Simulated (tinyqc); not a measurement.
States in the gap of a film: thin (001) film in sp3s* tight binding with raised dangling bonds.

Planes alternate anion (a), cation (c) along [001], a/4 apart, starting with an anion; zero in-plane momentum; levels counted from the bulk Ev, the lower root of [[Epa, Vxx], [Vxx, Epc]]; no spin-orbit coupling. Block of s, pz, s*: from an anion to the cation above, Vss/2 (s,s), Vsapc/2 (s,z), -Vscpa/2 (z,s), Vxx/2 (z,z), Vxapc/2 (s*,z), -Vpaxc/2 (z,s*); to the cation below the same with the s-z and s*-z signs reversed. Block of u = (px + py)/sqrt2 and v = (px - py)/sqrt2: to the cation above (Vxx + Vxy)/2 for u and (Vxx - Vxy)/2 for v, to the cation below the reverse. Each surface atom has two dangling sp3 hybrids; raising both by dl adds (dl/2) [[1, t], [t, 1]] to its s, pz levels (t = -1 at the bottom face, +1 at the top) and dl to the one of u, v in whose plane the missing bonds lie (v for a bottom anion or a top cation, u for a top anion).

Inputs chosen for the exercise (out of a larger set: near a published set for GaP, fitted to gaps, whose masses and valley positions are rough; not measured data): p = (-8.185, 1.13, -2.223, 4.112, 8.593, 7.159, -7.396, 2.175, 5.164, 4.23, 6.346, 4.626, 5.105) eV (order Esa, Epa, Esc, Epc, Exa, Exc, Vss, Vxx, Vxy, Vsapc, Vscpa, Vxapc, Vpaxc); Nw = 21 (planes in the thicker film).

edges (eV): Gamma 2.78614, Delta 2.38504

Levels between 0 and the lower bulk edge, the largest weight on the two outer planes of both faces among them, and the nearest levels outside, for several shifts dl.

Film of Nw planes:
```
dl (eV)  levels in the gap                     at (eV)  surface weight  next above (eV)  next below (eV)
0                        3         0.111, 1.146, 1.146            0.83           2.4127          -0.0743
1                        4  0.216, 0.324, 2.003, 2.003            0.88           2.4128          -0.0798
2                        2                0.588, 0.648            0.63           2.4128          -0.0783
3                        2                1.020, 1.057            0.68           2.4129          -0.0774
5                        2                1.898, 1.931            0.68           2.4134          -0.0764
10                       0                           -               -           2.4121          -0.0754
30                       0                           -               -           2.4125          -0.0746
100                      0                           -               -           2.4125          -0.0742
```

Can the levels of the bare film be read as confined subbands?

No: with bare surfaces (dl = 0) 3 levels lie in the bulk gap, with up to 83 % of the weight on the four outer planes, two a face, where an even spread gives 19 %; these are dangling-bond states, not subbands. The reruns show the bulk gap clear from dl = 10 eV on, and at dl = 30 eV the next level above lies 0.0 meV from its value at 100 eV.

Run: tinyqc, `OMP_NUM_THREADS=1 python tinyqc.py 1451827 1451828 out.jsonl`; Intel(R) Xeon(R) Processor @ 2.30GHz, one thread, shared host; about 0.3 s of CPU time with all checks.
